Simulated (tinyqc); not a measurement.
Worked calculation: plane-wave Kohn-Sham cycle with exchange-only LDA in a layered model solid. One step of it, computed by the program tinyqc.

Task: Iteration 1: potential. V_H(G) = 4 pi rho(G)/G^2 for G != 0 (uniform background); v_x = -(3 rho/pi)^(1/3); V = V_ext + V_H + v_x; Fourier components f(G_m) = (1/N) sum_j f(x_j) exp(-i G_m x_j).

A solid whose potential varies along x alone (atomic units):
```
parameter                      value
period a                    5.400000
cross-section of the cell  15.000000
electrons per cell                 2
grid points                       16
plane waves -n..n, n               2
k points                           3
V1 in V1 cos(2 pi x/a)     -0.410000
```

density at the start, on the grid x_j = j a/N (e/bohr^3): 0.02469136  0.02469136  0.02469136  0.02469136  0.02469136  0.02469136  0.02469136  0.02469136  0.02469136  0.02469136  0.02469136  0.02469136  0.02469136  0.02469136  0.02469136  0.02469136

Give: Potentials on the grid; V(G_m), m = 0, 1, 2, ....

Result:

Potentials on the grid (hartree):
```
x         V_ext     V_H      v_x        V
0.0000  -0.4100  0.0000  -0.2868  -0.6968
0.3375  -0.3788  0.0000  -0.2868  -0.6655
0.6750  -0.2899  0.0000  -0.2868  -0.5767
1.0125  -0.1569  0.0000  -0.2868  -0.4437
1.3500        0  0.0000  -0.2868  -0.2868
1.6875   0.1569  0.0000  -0.2868  -0.1299
2.0250   0.2899  0.0000  -0.2868   0.0032
2.3625   0.3788  0.0000  -0.2868   0.0920
2.7000   0.4100  0.0000  -0.2868   0.1232
3.0375   0.3788  0.0000  -0.2868   0.0920
3.3750   0.2899  0.0000  -0.2868   0.0032
3.7125   0.1569  0.0000  -0.2868  -0.1299
4.0500        0  0.0000  -0.2868  -0.2868
4.3875  -0.1569  0.0000  -0.2868  -0.4437
4.7250  -0.2899  0.0000  -0.2868  -0.5767
5.0625  -0.3788  0.0000  -0.2868  -0.6655
```

V(G_m), m = 0, 1, 2, ... (hartree): -0.2868  -0.2050  0.0000  0.0000  0.0000
